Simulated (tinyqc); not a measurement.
# Inputs raised by 2 %, one at a time

Model: strain-driven roughening and islands of a mismatched epitaxial film. Computed by tinyqc, a small Python program. Command: `OMP_NUM_THREADS=1 python tinyqc.py 3031052 3031053 out.jsonl island sens`. One thread of a shared host (Intel(R) Xeon(R) Processor @ 2.30GHz), about 0.01 s of CPU time with the checks.

Film and substrate share isotropic elastic constants; the film is coherent and biaxially strained.

Inputs (values chosen for the exercise, modelled on Ge on Si):

| quantity | value | unit |
|---|---|---|
| misfit \|f\| | 0.0409 | - |
| shear modulus G | 52.1 | GPa |
| Poisson ratio nu | 0.24 | - |
| surface energy gamma | 1.04 | J/m^2 |
| contact angle of the shallow shape theta_1 | 11.6 | degrees |
| contact angle of the steep shape theta_2 | 27.4 | degrees |
| facet energy of shape 1 over gamma | 1.002 | - |
| facet energy of shape 2 over gamma | 1.021 | - |
| wetting energy gamma_s - gamma | 0.096 | J/m^2 |
| decay length of wetting delta | 0.42 | nm |
| surface mobility D_s nu_s Omega^2/(k_B T) | 7.2e-34 | m^6/(J s) |

Transport: surface diffusion.

Constants: e = 1.602176634e-19 C.

Method:
- M = 2 G (1 + nu)/(1 - nu); stress = M f; energy density w = M f^2.
- A ripple A cos(k x) has the surface chemical potential per volume [gamma k^2 - 2 (1 + nu) w k] A cos(k x), so k_c = 2 (1 + nu) w/gamma. With surface diffusion the amplitude grows at the rate q = B k^2 [2 (1 + nu) w k - gamma k^2], fastest at k_m = (3/4) k_c. B is the surface mobility.
- The surface energy depends on thickness as gamma + (gamma_s - gamma) exp(-h/delta). Its curvature adds W2 = (gamma_s - gamma) exp(-h/delta)/delta^2 to the restoring terms; the flat film is stable while W2 > (1 + nu)^2 w^2/gamma, which gives h_c = delta ln[(gamma_s - gamma) gamma/(delta^2 (1 + nu)^2 w^2)], or 0 if negative.
- Shallow faceted island (Tersoff form): E = 4 Gam V^(2/3) tan^(1/3)(theta) - 6 c V tan(theta), Gam = gamma [x/sin(theta) - 1/tan(theta)], x the facet energy over gamma, c = stress^2 (1 - nu)/(2 pi G).
- The barrier is the maximum of E, at V_c = [4 Gam/(9 c)]^3 / tan^2(theta) (1 GPa nm = 1 J/m^2).

Runs:

| input moved | from | to | fastest wavelength (nm) | growth time 1/q at k_m (s) | wetting-layer thickness h_c (nm) | critical volume, shape 1 (nm^3) |
|---|---|---|---|---|---|---|
| base run | - | - | 12.35 | 0.05986 | 0.6365 | 2.298 |
| shear modulus G (GPa) | 52.1 | 53.142 | 12.11 | 0.05530 | 0.6198 | 2.166 |
| Poisson ratio nu | 0.24 | 0.2448 | 12.18 | 0.05659 | 0.6246 | 2.203 |
| surface energy gamma (J/m^2) | 1.04 | 1.0608 | 12.60 | 0.06353 | 0.6448 | 2.439 |
| contact angle of the steep shape theta_2 (degrees) | 27.4 | 27.948 | 12.35 | 0.05986 | 0.6365 | 2.298 |
| decay length of wetting delta (nm) | 0.42 | 0.4284 | 12.35 | 0.05986 | 0.6322 | 2.298 |
| surface mobility D_s nu_s Omega^2/(k_B T) (m^6/(J s)) | 7.2e-34 | 7.344e-34 | 12.35 | 0.05869 | 0.6365 | 2.298 |
| facet energy of shape 2 over gamma | 1.021 | 1.04142 | 12.35 | 0.05986 | 0.6365 | 2.298 |

Exponents ln(y'/y) / ln(x'/x):

| input | fastest wavelength | growth time 1/q at k_m | wetting-layer thickness h_c | critical volume, shape 1 |
|---|---|---|---|---|
| shear modulus G | -1.00 | -4.000 | -1.337 | -3.00 |
| Poisson ratio nu | -0.71 | -2.841 | -0.946 | -2.13 |
| surface energy gamma | 1.00 | 3.000 | 0.656 | 3.00 |
| contact angle of the steep shape theta_2 | 0.00 | 0.000 | 0.000 | 0.00 |
| decay length of wetting delta | 0.00 | 0.000 | -0.337 | 0.00 |
| surface mobility D_s nu_s Omega^2/(k_B T) | 0.00 | -1.000 | 0.000 | 0.00 |
| facet energy of shape 2 over gamma | 0.00 | 0.000 | 0.000 | 0.00 |

Which inputs matter most for each result?

Among the inputs moved here: fastest wavelength answers most in size to shear modulus G (exponent -1.000), and about equally to surface energy gamma (+1.000); its exponent is below 0.0005 for contact angle of the steep shape theta_2, decay length of wetting delta, surface mobility D_s nu_s Omega^2/(k_B T), facet energy of shape 2 over gamma. Its exponent +1.000 in surface energy gamma: gamma over the strain energy density. Growth time 1/q at k_m answers most in size to shear modulus G (exponent -4.000), next to surface energy gamma (+3.000); its exponent is below 0.0005 for contact angle of the steep shape theta_2, decay length of wetting delta, facet energy of shape 2 over gamma. Its exponent +3.000 in surface energy gamma: the rate goes as gamma k_c^4 with k_c as 1/gamma. Wetting-layer thickness h_c answers most in size to shear modulus G (exponent -1.337), next to Poisson ratio nu (-0.946); its exponent is below 0.0005 for contact angle of the steep shape theta_2, surface mobility D_s nu_s Omega^2/(k_B T), facet energy of shape 2 over gamma. Critical volume, shape 1 answers most in size to shear modulus G (exponent -3.000), and about equally to surface energy gamma (+3.000); its exponent is below 0.0005 for contact angle of the steep shape theta_2, decay length of wetting delta, surface mobility D_s nu_s Omega^2/(k_B T), facet energy of shape 2 over gamma.

Caution (all rows): a critical island of a few cubic nanometres holds a few hundred atoms at most, and edge energies, left out here, matter.
